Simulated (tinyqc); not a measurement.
Inside a calculation. Method: Luttinger-Kohn k.p, four valence bands. One step of it, computed by the program tinyqc.

Problem. Hole masses. E = c [g1 k^2 -/+ 2 sqrt(g2^2 k^4 + 3 (g3^2 - g2^2)(kx^2 ky^2 + ky^2 kz^2 + kz^2 kx^2))] with c = hbar^2/2m, and m* = hbar^2 k^2 / (2 E).

Luttinger parameters chosen for this model; energies are counted downward from the top of the valence band:

| parameter | value | unit |
|---|---|---|
| g1 | 6.830000 |  |
| g2 | 2.450000 |  |
| g3 | 2.890000 |  |

Give: Masses.

Solution.

Masses (electron masses):

| direction | heavy | light |
|---|---|---|
| [100] | 0.518 | 0.085 |
| [110] | 0.796 | 0.081 |
| [111] | 0.952 | 0.079 |
